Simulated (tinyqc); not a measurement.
## All-pass ring resonator: line shape, cold and heated

A ring of length L = 2 pi Rr coupled to one bus waveguide: round-trip amplitude a = 10^(-al L/20), self-coupling t = sqrt(1 - k2). At detuning d from the resonance the round-trip phase is p = 2 pi d/FSR and the transmission T = (a^2 - 2 a t cos p + t^2)/(1 - 2 a t cos p + a^2 t^2). Lossless coupler, linear absorption only.

FSR = lam^2/(ng L). The lost power (1 - T) Pin heats the ring by Rt fa (1 - T) Pin and shifts the resonance to longer wavelength by s = (lam dT/ng) times that rise; d = dl - s. The hot columns give T for the smallest and the largest self-consistent shift.

Inputs (values chosen for the exercise); values close to those of silicon nitride waveguides:
```
symbol   value   unit                                     meaning
lam       1550     nm                   cold resonance wavelength
Rr          50     um                                 ring radius
ng        2.11                                        group index
al           3  dB/cm                            propagation loss
k2       0.015                                     power coupling
dT      2.7e-5    1/K  thermo-optic change of the effective index
Rt         2.8   K/mW                          thermal resistance
fa        0.65              share of the loss that heats the ring
Pin       0.43     mW                                 input power
```

Line shape, cold and heated:

| dl (pm) | T, cold | roots | smallest s (pm) | T there | largest s (pm) | T there  |
|---|---|---|---|---|---|---|
| -32 | 0.9040 | 1 | 1.381 | 0.9110 | 1.381 | 0.9110 |
| -17 | 0.7283 | 1 | 3.242 | 0.7911 | 3.242 | 0.7911 |
| -8.5 | 0.4101 | 1 | 5.491 | 0.6462 | 5.491 | 0.6462 |
| 0 | 0.03202 | 1 | 8.859 | 0.4293 | 8.859 | 0.4293 |
| 6.4 | 0.2900 | 1 | 11.87 | 0.2352 | 11.87 | 0.2352 |
| 13 | 0.6126 | 1 | 14.66 | 0.05524 | 14.66 | 0.05524 |
| 19 | 0.7696 | 1 | 6.029 | 0.6116 | 6.029 | 0.6116 |
| 28 | 0.8783 | 1 | 2.173 | 0.8600 | 2.173 | 0.8600 |
| 38 | 0.9299 | 1 | 1.152 | 0.9258 | 1.152 | 0.9258 |
| 53 | 0.9626 | 1 | 0.5929 | 0.9618 | 0.5929 | 0.9618 |

What does the table show?

The cold line has FWHM = 21.2 pm and its dip at dl = 0; heated, the deepest listed dip lies at dl = 13 pm, and the largest possible shift is 15.0 pm, 0.71 FWHM. No listed row is bistable.

tinyqc, about 0.01 s, one thread, Intel Xeon 2.30GHz (shared host): `OMP_NUM_THREADS=1 python tinyqc.py 2650016 2650017 out.jsonl`
